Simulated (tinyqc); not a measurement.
Gain factor and gap resistance from two string resistances.

Problem. At small bit-line voltage each of the 48 cells has the resistance 1/(K x) at overdrive x (no mobility reduction) in series with a gap resistance Rg. Find K, Rg and the share of the gaps at the higher overdrive.

resistance of a string of 48 equal cells at overdrives of 4.2 and 7.1 V (kohm): 3244.9524  2272.4507

Solution. The resistance per cell is a straight line in 1/x with slope 1/K and intercept Rg.

K = 4.80 uA/V^2
Rg = 18.0 kohm
share of the gaps = 38.0 %

Numbers from tinyqc (`OMP_NUM_THREADS=1 python tinyqc.py 2142038 2142039 out.jsonl`; about 0.7 s on one thread of a shared Intel Xeon 2.30GHz).
